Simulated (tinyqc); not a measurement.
Changing the temperature T: pressure-driven transition between two phases with analytic equations of state. Computed by tinyqc, a small Python program. Command: `OMP_NUM_THREADS=1 python tinyqc.py 3024148 3024149 out.jsonl transition sweep`. One thread of a shared host (Intel(R) Xeon(R) Processor @ 2.30GHz), about 0.01 s of CPU time with the checks.

Each phase obeys E = E0 + (9 V0 B0/16) [y^3 B' + y^2 (2 - 4 y)], y = (V0/V)^(2/3) - 1; P = (3 B0/2) (x^7 - x^5) [1 + (3/4)(B' - 4)(x^2 - 1)], x = (V0/V)^(1/3); E0 = 0 for phase 1 and Delta E0 for phase 2. H = E + P V.

Inputs (values chosen for the exercise, for two model phases):
```
quantity                                   value             unit
volume V0 of phase 1                        17.3  angstrom^3/atom
B0 of phase 1                                108              GPa
B' of phase 1                               4.11                -
volume V0 of phase 2                        13.7  angstrom^3/atom
B0 of phase 2                                109              GPa
B' of phase 2                                  4                -
energy of phase 2 above phase 1, Delta E0    0.2          eV/atom
entropy of phase 2 less phase 1, Delta S   -0.28         k_B/atom
```

Equation of state: Birch-Murnaghan.

Constants: 1 eV/angstrom^3 = 160.2176634 GPa; k_B = 8.617333262e-05 eV/K.

Method. Start from P = Delta E0/(V0 of phase 1 - V0 of phase 2); at each P solve P(V) = P for both phases and step P(new) = P - (H_2 - H_1)/(V_2 - V_1); stop when |H_2 - H_1| < 1e-10 eV. At the zero-temperature transition the volume change is V_2/V_1 - 1 and the work is P (V_1 - V_2). At T the condition is H_2 - H_1 - T Delta S = 0, with Delta S constant and thermal expansion left out; the Clausius-Clapeyron slope is dP/dT = Delta S/(V_2 - V_1) at the zero-temperature point.

One run for each value:
```
temperature T (K)  transition pressure at T (GPa)  linear estimate at T (GPa)
100                                         9.373                       9.373
300                                         9.605                       9.604
500                                         9.837                       9.836
800                                        10.186                      10.183
1100                                       10.536                      10.530
1400                                       10.887                      10.878
1800                                       11.355                      11.341
```

Over the rows, transition pressure at T (GPa) rises from 9.37 to 11.4 (exponent d ln y / d ln x 0.022 between the first rows and 0.17 between the last); linear estimate at T (GPa) rises from 9.37 to 11.3 (exponent d ln y / d ln x 0.022 between the first rows and 0.17 between the last). The line bends away from the linear estimate because V_2 - V_1 changes along it.

Caution (all rows): a constant Delta S holds only at high temperature; it vanishes as T goes to 0, so the shift counted from T = 0 is somewhat too large.
